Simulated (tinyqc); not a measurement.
Pillar capacitor in an array: capacitance, non-linearity, leakage and relaxation: one step of the calculation.

A film between two metal electrodes, each interface adding a series capacitance ci. The small-signal permittivity is ek (1 + aq E^2); the field is found with the linear permittivity. Leakage J = J0 sinh(E/Ef). After a voltage step the film passes a relaxation current kr C V tt^(-nr), tt being the time in seconds. The sidewall is a coaxial capacitor with radii a = dm/2 and b = dm/2 + t, depth AR dm; the end face is left out.

Question. Planar capacitance, field and non-linearity. Planar film: Cf = eps0 ek/t, 1/C = 1/Cf + 2/ci, EOT = 3.9 eps0/C, effective permittivity C t/eps0, E = (V/t) C/Cf; quadratic coefficient [C(V)/C - 1]/V^2 with Cf (1 + aq E^2) in C(V).

Parameters, values chosen for the exercise; permittivity of the order of that of aluminium oxide:

| symbol | value | unit | meaning |
|---|---|---|---|
| ek | 8.89 |  | relative permittivity of the film |
| t | 7 | nm | film thickness |
| ci | 1000 | uF/cm^2 | capacitance of each electrode interface (dead layer and screening) |
| aq | 0.0018 | cm^2/MV^2 | quadratic field coefficient of the permittivity |
| V | 2.1 | V | bias |
| J0 | 6.2e-10 | A/cm^2 | leakage prefactor |
| Ef | 0.31 | MV/cm | field for an e-fold rise of the leakage |

Constants: eps0 = 8.8541878128e-14 F/cm where lengths are in cm. Results are converted to the units shown.

Wanted: Cf; C; EOT; effective permittivity; E; quadratic coefficient; J.

Answer.

Cf = 1.124 uF/cm^2
C = 1.122 uF/cm^2
EOT = 3.078 nm
effective permittivity = 8.870
E = 2.993 MV/cm
quadratic coefficient = 3649 ppm/V^2
J = 4.839e-6 A/cm^2

The interfaces take 0.224 % of the voltage.

tinyqc, about 0.01 s, one thread, Intel Xeon 2.30GHz (shared host): `OMP_NUM_THREADS=1 python tinyqc.py 2102029 2102030 out.jsonl`
